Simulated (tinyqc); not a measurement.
## Doping from resistivity

Inverse problem. A uniform, uncompensated and fully ionised sample has rho = 1/(q N mu), mu = m1 + (m2 (T/300 K)^(-bt) - m1)/(1 + (N/Nr)^am). Find N, mu and the diffusion coefficient mu Vt.

Parameters, values chosen for the exercise:
```
symbol,value,unit,meaning
T,300,K,temperature
m1,69.3,cm^2/(V s),mobility limit at high doping
m2,1410,cm^2/(V s),"mobility limit at low doping, at 300 K"
Nr,9.32e16,cm^-3,reference doping of the mobility law
am,0.692,,exponent of the mobility law
bt,2.4,,temperature exponent of m2
```

Constants: q = 1.602176634e-19 C, kB = 1.380649e-23 J/K, Vt = kB T/q. Results are converted to the units shown.

resistivity = 0.0028604247 ohm cm

Answer. With am below 1 the product N mu rises steadily with N, so one doping matches; it is found by iterating N = 1/(q rho mu(N)).

N = 2.200e19 cm^-3
mu = 99.18 cm^2/(V s)
diffusion coefficient = 2.564 cm^2/s

tinyqc, about 0.01 s, one thread, Intel Xeon 2.30GHz (shared host): `OMP_NUM_THREADS=1 python tinyqc.py 2110159 2110160 out.jsonl`
